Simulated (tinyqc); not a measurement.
Geometry relaxation of a small cluster: one step, computed by the program tinyqc. Command: `OMP_NUM_THREADS=1 python tinyqc.py 3003248 3003249 out.jsonl relax walk`. One thread of a shared host (Intel(R) Xeon(R) Processor @ 2.30GHz), about 0.01 s of CPU time with the checks.

E = sum_i {sum_j A exp(-p (r_ij/r0 - 1)) - xi sqrt(rho_i)}, rho_i = sum_j exp(-2 q (r_ij/r0 - 1)); the force on i is -sum_j w_ij (R_i - R_j)/r_ij with w_ij = -(2p/r0) A exp(-p (r_ij/r0 - 1)) + (xi q/r0) exp(-2 q (r_ij/r0 - 1)) (rho_i^(-1/2) + rho_j^(-1/2)).

Task: Energy and forces at the start. Evaluate E and the forces at the starting positions.

Inputs (values chosen for the exercise, for model atoms): length r0 = 2.46 angstrom; repulsion A = 0.13 eV; hopping xi = 1.66 eV; decay p = 11.5; decay q = 3.12.

Potential: Gupta. Method: BFGS.

starting positions (angstrom), rows atom 1, atom 2, atom 3, atom 4, columns x, y, z:
$$\begin{pmatrix}
-0.11 & 0.09 & -0.07 \\
2.24 & 0.29 & -0.11 \\
1.17 & 1.99 & 0.09 \\
1.2 & 0.77 & 1.95
\end{pmatrix}$$

Give: distances; energy at the start; forces.

Result:

distances (angstrom): 1-2 2.359, 1-3 2.297, 1-4 2.502, 2-3 2.019, 2-4 2.357, 3-4 2.225

energy at the start = -10.23 eV

forces (eV/angstrom), rows atom 1, atom 2, atom 3, atom 4, columns x, y, z:
$$\begin{pmatrix}
1.262 & 0.557 & 0.761 \\
1.435 & -3.565 & 0.062 \\
-2.455 & 3.499 & 0.212 \\
-0.242 & -0.491 & -1.035
\end{pmatrix}$$
